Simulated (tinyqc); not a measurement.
Gate sheet resistance from two finger widths.

Problem. At low frequency R = Rsh Wf/(3 L) + B/Wf, where B collects the channel and vertical terms. Find Rsh, B and the width of lowest R.

Inputs (values chosen for the exercise): channel length L = 0.29 um.

input resistance of single fingers, contacted at one end, of width 0.55 and 9.8 um (ohm): 623.39080  450.45508

Solution. R Wf is a straight line in Wf^2; the minimum of R lies where both terms are equal.

Rsh = 37.00 ohm/square
B = 330.0 ohm um
width of lowest R = 2.786 um

Numbers from tinyqc (`OMP_NUM_THREADS=1 python tinyqc.py 2262026 2262027 out.jsonl`; about 0.01 s on one thread of a shared Intel Xeon 2.30GHz).
